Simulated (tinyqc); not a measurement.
MOS capacitor on an n-type substrate, surface potential from the exact charge relation: one step of the calculation.

Uniform n-type substrate, Boltzmann statistics, full ionisation, classical densities. psi is the surface potential against the body (positive when the bands bend down) and u = -psi/Vt. Traps are spread evenly over the gap and neutral at flat band, so their charge is -q Dit psi; the minority quasi-Fermi level is shifted by Vb.

Task. Newton step for the surface potential. u = -psi/Vt; F^2 = exp(-u) + u - 1 + r (exp(u) - u - 1); Qs = +sign(u) Q0 F; Cs = -dQs/dpsi = (Q0/Vt) |1 - exp(-u) + r (exp(u) - 1)|/(2 F). f = Vfb + psi + (q Dit psi - Qs)/Cox - Vg, f' = 1 + (Cs + q Dit)/Cox, psi(new) = psi - f/f'.

Inputs (values chosen for the exercise); band and dielectric values close to those of gallium nitride: temperature T = 400 K; density of interface traps Dit = 0 cm^-2 eV^-1; gate voltage against the body Vg = 2.15 V.

Constants: q = 1.602176634e-19 C, kB = 1.380649e-23 J/K, Vt = kB T/q. Results are converted to the units shown.

psi after iteration 1 = 0.38718395 V
Cox = 0.20312549 uF/cm^2
Vfb = 0.92077307 V
Q0 = 4.9483546 nC/cm^2
r = 1.0254355e-47

Give: u; F; Qs; Cs; f; f'; psi after iteration 2.

Result.

u = -11.233
F = 274.86
Qs = -1360.1 nC/cm^2
Cs = 19.732 uF/cm^2
f = 5.8539 V
f' = 98.144
psi after iteration 2 = 0.32754 V

tinyqc, about 0.01 s, one thread, Intel Xeon 2.30GHz (shared host): `OMP_NUM_THREADS=1 python tinyqc.py 2060144 2060145 out.jsonl`
